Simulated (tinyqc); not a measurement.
Worked calculation: G0W0 on RHF in the 6-31g basis, for He, spin multiplicity 1. Computed by tinyqc, a small Python program that keeps every step (integrals from PySCF). Settings: charge = 0, multiplicity = 1, basis = 6-31g, method = RHF, energy threshold = 1e-10, iteration cap = 79, orthogonalisation = symmetric, start = atomic densities, DIIS depth = 6. Command: `OMP_NUM_THREADS=1 python tinyqc.py 24983 24984 out.jsonl` (the two numbers bound the seeds that draw the settings). One thread of a shared host (Intel(R) Xeon(R) Processor @ 2.60GHz), about 0.05 s of CPU time with the checks. The early iterations of the SCF are left out here.

## One-electron integrals

Geometry (angstrom):
```
atom         x         y         z
He    0.000000  0.000000  0.000000
```

Basis 6-31g: exponents (1/bohr^2) and contraction coefficients of normalised primitives:
```
element  l (shell)   exponent  coefficient
He           s (1)  38.421634     0.040140
He           s (1)   5.778030     0.261246
He           s (1)   1.241774     0.793185
He           s (2)   0.297964     1.000000
```

Overlap, kinetic and nuclear-attraction integrals over the contracted functions; the nuclear repulsion is the sum of Za Zb / Rab.

nuclear repulsion = 0 hartree

overlap S:
```
          1He 1s    1He 2s
1He 1s  1.000000  0.634148
1He 2s  0.634148  1.000000
```

kinetic energy T (hartree):
```
          1He 1s    1He 2s
1He 1s  2.925655  0.467227
1He 2s  0.467227  0.446946
```

nuclear attraction V (hartree):
```
           1He 1s     1He 2s
1He 1s  -4.805281  -2.013636
1He 2s  -2.013636  -1.742136
```

core Hamiltonian H = T + V (hartree):
```
           1He 1s     1He 2s
1He 1s  -1.879626  -1.546409
1He 2s  -1.546409  -1.295190
```

## Two-electron integrals

Functions are numbered as in S; the eight-fold symmetry (ij|kl) = (ji|kl) = (kl|ij) leaves the list below.

Two-electron integrals (ij|kl) in chemists' order, unique and non-zero (hartree):
```
(11|11) 1.543936   (21|11) 0.785447   (21|21) 0.427025   (22|11) 0.803952
(22|21) 0.476190   (22|22) 0.615938
```

## Orthogonalisation

S = U s U^T; symmetric (Loewdin) form X = U s^(-1/2) U^T, so that X^T S X = 1.

eigenvalues of S: 0.365852  1.634148

X:
```
           1He 1s     1He 2s
1He 1s   1.217774  -0.435508
1He 2s  -0.435508   1.217774
```

## Iteration 4 (converged): orbitals

converged F (hartree):
```
           1He 1s     1He 2s
1He 1s  -0.549218  -1.000372
1He 2s  -1.000372  -0.429150
```

Diagonalise F' = X^T F X, C = X C', fill 1 alpha and 1 beta electrons from the bottom; D = 2 C_occ C_occ^T. Each column has its largest component positive (the first on a tie).

F' = X^T F X (hartree):
```
           1          2
1   0.165224  -1.154385
2  -1.154385   0.320508
```

orbital energies (hartree): MO1 -0.914127, MO2 1.399859

coefficients C:
```
             MO1        MO2
1He 1s  0.592081  -1.149818
1He 2s  0.513586   1.186959
```

D after iteration 4:
```
          1He 1s    1He 2s
1He 1s  0.701120  0.608169
1He 2s  0.608169  0.527541
```

## Convergence

Stop when the energy changes by less than 1e-10 hartree and every element of the error matrix X^T (F D S - S D F) X is below 3e-06.

Course of the cycle:
```
iteration  E (hartree)     change  largest element of the error matrix
1          -2.85513792          -                             9.81e-03
2          -2.85516030  -2.24e-05                             7.42e-04
3          -2.85516043  -1.29e-07                             5.57e-08
4          -2.85516043  -8.88e-16                             2.56e-08
```

PySCF RHF in the same basis = -2.85516043 hartree

Converged in 4 iterations.

## Integrals over molecular orbitals

(pq|rs) = sum C_ip C_jq C_kr C_ls (ij|kl), one index at a time.

one-electron integrals over orbitals h = C^T H C (hartree):
```
           1          2
1  -1.941034   0.316490
2   0.316490  -0.088737
```

Two-electron integrals over orbitals (pq|rs), unique and non-zero (hartree):
```
(11|11) 1.026907    (21|11) -0.316490   (21|21) 0.227670    (22|11) 0.858133
(22|21) -0.255554   (22|22) 0.766363
```

## Screening: direct RPA

With D = e_a - e_i and K = (ia|jb): diagonalise D^(1/2) (D + 4K) D^(1/2) = Z w^2 Z^T; X + Y = D^(1/2) Z w^(-1/2), each column of Z with its largest component positive (the first on a tie); E_c = (sum w - tr (D + 2K)) / 2.

D^(1/2) (D + 4K) D^(1/2) (hartree^2):
```
          1>2
1>2  7.461836
```

excitation energies w (hartree): 2.731636

X + Y:
```
            1
1>2  0.920384
```

RPA correlation energy = -0.01884537 hartree

## G0W0 on Hartree-Fock: HOMO

W(p,q,m) = sqrt2 sum_ia (pq|ia) (X+Y)_ia,m; Sigma_c(x) = sum_(i,m) W^2/(x - e_i + w_m) + sum_(a,m) W^2/(x - e_a - w_m); solve x = e_p + Sigma_c(x) by Newton steps; Z = 1/(1 - dSigma/dx); 1 hartree = 27.211386 eV.

The 12 largest terms at x = e_p (hartree; W for the signs of X + Y given):
```
q  m          W       term
1  1  -0.411950   0.062125
2  1   0.296340  -0.017405
```

Newton steps (hartree):
```
step          x  Sigma_c(x)         Z
0     -0.914127    0.044720  0.974476
1     -0.870548    0.043593  0.975092
2     -0.870534    0.043593  0.975092
```

quasiparticle energy of the HOMO = -23.688434 eV

Hartree-Fock value = -24.874653 eV

## G0W0 on Hartree-Fock: LUMO

As before.

The 12 largest terms at x = e_p (hartree; W for the signs of X + Y given):
```
q  m          W       term
2  1  -0.332633  -0.040505
1  1   0.296340   0.017405
```

Newton steps (hartree):
```
step         x  Sigma_c(x)         Z
0     1.399859   -0.023100  0.982050
1     1.377174   -0.022688  0.982255
2     1.377171   -0.022688  0.982255
```

quasiparticle energy of the LUMO = 37.474740 eV

Hartree-Fock value = 38.092113 eV
